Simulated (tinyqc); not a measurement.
Worked calculation: Fermi-Dirac statistics of conduction electrons. Values are carried at full precision from step to step, so a last printed digit may differ when a step is redone from the rounded ones.

Constants: hbar^2/2m0 = 3.80998211 eV angstrom^2; kB = 8.617333262e-05 eV/K; e^2/(4 pi eps0) = 14.39964547 eV angstrom.

Inputs chosen for the exercise (near those of GaN, lowest valleys alone; not measured data):
- m = 0.208 m0 (density-of-states mass of the conduction band)
- T = 200 K
- n = 9.3e+16 1/cm^3 (electron density)
- eps = 9.62 (static dielectric constant)
- alpha = 0.18 1/eV (non-parabolicity)

## Reduced density

N = 2 (m kB T/(4 pi c))^(3/2) with c = hbar^2/2m0, in 1/angstrom^3; times 1e24 for 1/cm^3; u = n/Nc.

kT = 0.017235 eV
Nc = 1.2958e+18 1/cm^3
u = n/Nc = 0.071772

## Reduced Fermi level by five rules

F_j(eta) = (1/Gamma(j + 1)) integral_0^infinity x^j dx/(1 + exp(x - eta)), which tends to exp(eta) for eta << 0.

With u = n/Nc: Boltzmann eta = ln u; Joyce-Dixon eta = ln u + u/sqrt(8) - 4.95009e-3 u^2 + 1.48386e-4 u^3 - 4.42563e-6 u^4; Nilsson eta = ln u/(1 - u^2) + v/(1 + (0.24 + 1.08 v)^-2) with v = (3 sqrt(pi) u/4)^(2/3); fully degenerate limit eta = v; exact: F_1/2(eta) = u.

Find eta = (EF - Ec)/kT by each rule.

eta: Boltzmann -2.634, Joyce-Dixon -2.609, Nilsson -2.611, degenerate 0.209, exact -2.609

Against the exact value the errors are Boltzmann -0.025, Joyce-Dixon 0.000, Nilsson -0.002, degenerate limit +2.818 (in kT).

## Exact eta by Newton steps

Solve ln F_1/2(eta) = ln u from the Boltzmann value; dF_1/2/d eta = F_-1/2, so the step is -ln(F_1/2/u) F_1/2/F_-1/2. Stop below 1e-9.

Newton steps:

| step | eta | F_1/2 | F_-1/2 | step taken |
|---|---|---|---|---|
| 1 | -2.634266 | 0.0700184 | 0.0683302 | 0.0253 |
| 2 | -2.608924 | 0.0717711 | 0.0699985 | 7.60e-06 |
| 3 | -2.608916 | 0.0717716 | 0.0699990 | 6.95e-13 |

Converged in 3 steps.

## Mean energy, Einstein relation and screening

eta = -2.60892

Mean kinetic energy <E> = (3/2) kT F_3/2/F_1/2; D/mu = (kT/e) F_1/2/F_-1/2; dn/dEF = (Nc/kT) F_-1/2; screening length L = (4 pi (e^2/(4 pi eps0)) (dn/dEF)/eps)^(-1/2), with dn/dEF in 1/(angstrom^3 eV) (1/cm^3 = 1e-24/angstrom^3).

F_-1/2, F_1/2, F_3/2: 0.07000  0.07177  0.07268

<E> = 26.18 meV
D/mu = 17.67 mV
dn/dEF = 5.263e+18 1/(cm^3 eV)
L = 100.5 angstrom

The gas is nearly non-degenerate. D/mu is 1.025 times kT/e and <E> is 1.013 times (3/2) kT; the Debye formula, with n/kT in place of dn/dEF, would give L = 99.26 angstrom.

## Fermi level in the non-parabolic band

Non-parabolic band E (1 + alpha E) = c k^2/m: n = Nc (2/sqrt(pi)) integral_0^infinity sqrt(x (1 + a x)) (1 + 2 a x) dx/(1 + exp(x - eta)) with a = alpha kT and eta = (EF - Ec)/kT; a = 0 gives n = Nc F_1/2(eta).

Solve for eta at the same n.

a = 0.00310
eta = -2.621
EF - Ec = -45.17 meV

The extra states lower EF by 0.21 meV against the parabolic band.

## Checks

- Non-parabolic integral at a = 0 against F_1/2(2): both 2.823721.
- F_1/2(40) against the Sommerfeld form (4/(3 sqrt(pi))) eta^(3/2) (1 + pi^2/(8 eta^2)): both 190.45.

tinyqc: `OMP_NUM_THREADS=1 python tinyqc.py 1681111 1681112 out.jsonl`; about 0.01 s, one thread, shared Intel(R) Xeon(R) Processor @ 2.30GHz.
